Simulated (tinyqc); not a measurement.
Four methods from the same start: geometry relaxation of a small cluster. Computed by tinyqc, a small Python program. Command: `OMP_NUM_THREADS=1 python tinyqc.py 3017268 3017269 out.jsonl relax walk`. One thread of a shared host (Intel(R) Xeon(R) Processor @ 2.30GHz), about 0.01 s of CPU time with the checks.

E = sum_(i<j) phi(r_ij), phi(r) = eps [exp(-2 alpha (r - r0)) - 2 exp(-alpha (r - r0))]; the force on i is -sum_j phi'(r_ij) (R_i - R_j)/r_ij.

Inputs (values chosen for the exercise, for model atoms):

| quantity | value | unit |
|---|---|---|
| length r0 | 3.01 | angstrom |
| well depth eps | 0.49 | eV |
| stiffness alpha | 1.62 | 1/angstrom |
| step factor eta | 0.14 | angstrom^2/eV |
| largest number of steps | 500 | - |

Potential: Morse. Method: steepest descent.

starting positions (angstrom):
```
           x      y      z
atom 1  0.22  -0.17   -0.2
atom 2   2.9   0.09  -0.08
atom 3  1.64   2.31   0.11
```

Method:
- Steepest descent: R(new) = R + eta F.
- No atom moves more than 0.3 angstrom a step (the whole step is scaled). Stop when the largest force component is below 1e-5 eV/angstrom.
- Hessian at the final positions by central differences of the forces; six eigenvalues vanish (translations and rotations). Steepest descent is stable for eta below 2/lambda_max and contracts the softest mode by 1 - eta lambda_min a step.
- Conjugate gradient (Polak-Ribiere): d = F + beta d(old), beta = max(0, F.(F - F(old))/|F(old)|^2), d = F at first; step length from one secant, s = eta (F.d)/(F.d - F(R + eta d).d), replaced by eta if that is not positive; R(new) = R + s d.
- BFGS: R(new) = R + B F with the inverse Hessian B = eta 1 at first; with s = R(new) - R, y = F - F(new), rho = 1/(y.s): B(new) = (1 - rho s y^T) B (1 - rho y s^T) + rho s s^T, skipped if y.s is not positive.
- FIRE with unit mass: if F.v > 0, v = (1 - a) v + a |v| F/|F|, and after more than 5 such steps in a row dt = min(1.1 dt, 5 dt0), a = 0.99 a; else v = 0, a = 0.1, and dt = dt/2 (not at the first step). Then v = v + dt F, R(new) = R + dt v. dt0 = sqrt(eta), a = 0.1 at first.
- In this comparison each method may take up to 1500 steps.

contraction of the softest mode = 0.459903

non-zero eigenvalues (eV/angstrom^2): 3.85784  3.85790  7.71574

condition number = 2.00002

Cost:

| method | steps | force calls | final E (eV) | calls to reach 1e-2 |
|---|---|---|---|---|
| steepest descent | 14 | 15 | -1.47 | 6 |
| conjugate gradient | 7 | 15 | -1.47 | 11 |
| BFGS | 8 | 9 | -1.47 | 7 |
| FIRE | 72 | 73 | -1.47 | 19 |

What follows from these numbers?

In force calls the order is BFGS (9), steepest descent (15), conjugate gradient (15), FIRE (73). All that converged end at the same energy. Near the minimum steepest descent multiplies the slowest mode by 0.460 in size a step, 3 steps a decade of force, at a condition number of 2.0. On this problem it beats conjugate gradient and FIRE in force calls.

Extremes, crossings and ranges named in words are read from the listed rows.
